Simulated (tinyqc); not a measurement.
CIS on RHF in the sto-6g basis, for H4, spin multiplicity 1, step by step. One step of it, computed by the program tinyqc.

Question. CIS matrix, triplets. A(ia,jb) = (e_a - e_i) d_ij d_ab - (ij|ab).

orbital energies (hartree): MO1 -0.554653, MO2 -0.478545, MO3 0.408648, MO4 0.638523

Two-electron integrals over orbitals (pq|rs), unique and non-zero (hartree):
```
(11|11) 0.426291    (21|11) -0.001009   (21|21) 0.212021    (22|11) 0.423933
(22|21) 0.000907    (22|22) 0.431377    (31|11) -0.033510   (31|21) -0.000202
(31|22) -0.004304   (31|31) 0.104014    (32|11) -0.000405   (32|21) 0.053248
(32|22) 0.000196    (32|31) 0.000341    (32|32) 0.096732    (33|11) 0.419475
(33|21) 0.000638    (33|22) 0.421424    (33|31) -0.010317   (33|32) 0.000125
(33|33) 0.436917    (41|11) 0.000208    (41|21) -0.012094   (41|22) -0.000008
(41|31) -0.000436   (41|32) 0.083093    (41|33) 0.000020    (41|41) 0.089816
(42|11) -0.042669   (42|21) -0.000169   (42|22) -0.016335   (42|31) 0.103368
(42|32) 0.000461    (42|33) -0.013903   (42|41) -0.000334   (42|42) 0.107559
(43|11) -0.000946   (43|21) 0.205759    (43|22) 0.000929    (43|31) -0.000179
(43|32) 0.054986    (43|33) 0.000701    (43|41) -0.009789   (43|42) -0.000161
(43|43) 0.218561    (44|11) 0.440555    (44|21) -0.000717   (44|22) 0.438338
(44|31) -0.037257   (44|32) -0.000360   (44|33) 0.449322    (44|41) 0.000196
(44|42) -0.046295   (44|43) -0.000722   (44|44) 0.476612
```

Give: CIS matrix A, triplet.

Answer.

CIS matrix A, triplet (hartree), lower triangle:
```
         1>3      1>4      2>3     2>4
1>3   0.5438
1>4   0.0009   0.7526
2>3  -0.0006  -0.2058   0.4658
2>4  -0.2058   0.0007  -0.0009  0.6787
```
